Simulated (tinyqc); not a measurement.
Pressure series at fixed power: global model of a low-pressure process discharge: electron temperature, density, ion flux and ion energy. Computed by tinyqc, a small Python program. Command: `OMP_NUM_THREADS=1 python tinyqc.py 3110672 3110673 out.jsonl plasma walk`. One thread of a shared host (Intel(R) Xeon(R) Processor @ 2.30GHz), about 0.01 s of CPU time with the checks.

Maxwellian electrons with temperature T_e in eV, one positive ion, no negative ions, uniform bulk density n; rate constants have the Arrhenius form.

Inputs (values chosen for the exercise, of the order of those of an inductive discharge in a simple atomic gas):
```
quantity                      value   unit
ion mass M                       40      u
ionisation prefactor K0     5.8e-14  m^3/s
ionisation energy E_iz         16.8     eV
excitation prefactor X0     1.7e-14  m^3/s
excitation energy E_ex         8.81     eV
elastic rate constant K_el  6.3e-14  m^3/s
ion-neutral cross section   1.2e-18    m^2
gas temperature T_g             600      K
radius R                         12     cm
height L                         13     cm
absorbed power P                140      W
```

Constants: k_B = 1.380649e-23 J/K; e = 1.602176634e-19 C; u = 1.6605390666e-27 kg; m_0 = 9.1093837015e-31 kg.

Method:
- n_g = p/(k_B T_g), lambda_i = 1/(n_g sigma), K_iz = K0 exp(-E_iz/T_e), h_L = 0.86/sqrt(3 + L/(2 lambda_i)), h_R = 0.8/sqrt(4 + R/lambda_i), A_eff = 2 pi R^2 h_L + 2 pi R L h_R and d_eff = pi R^2 L/A_eff follow p.
- Particle balance: K0 exp(-E_iz/T_e) n_g d_eff = u_B, u_B = sqrt(e T_e/M).
- E_c = E_iz + (X0 exp(-E_ex/T_e) E_ex + K_el (3 m_0/M) T_e)/K_iz; E_T = E_c + (5/2) T_e + (T_e/2) ln(M/(2 pi m_0)); n = P/(e u_B A_eff E_T); J = e h_L n u_B. Pressures without a root below 2 E_iz are left out.

Against pressure:
```
p (Pa)  T_e (eV)  E_c (eV)  E_T (eV)  n (1/cm^3)  J (mA/cm^2)
0.1       6.2419     26.09     70.91  4.4155e+10       1.1891
0.2       4.5948     31.50     64.49  6.3701e+10       1.3223
0.5       3.3799     44.28     68.55  8.9226e+10       1.2644
1.0       2.7970     61.79     81.87  1.0525e+11       1.0690
2.0       2.3762     91.45    108.51  1.1501e+11       0.8120
5.0       1.9769    164.22    178.41  1.1670e+11       0.4962
10.0      1.7528    264.35    276.94  1.1140e+11       0.3202
20.0      1.5743    432.97    444.27  1.0292e+11       0.1998
```

What does the comparison show, and why?

T_e falls from 6.24 to 1.57 eV, n changes by a factor 2.3 and J by 0.17; in J = P h_L/(A_eff E_T), E_T changes by a factor 6.27 and is least at 0.2 Pa, between wall losses at high T_e and excitation losses at low T_e.

Extremes, crossings and ranges named in words are read from the listed rows.
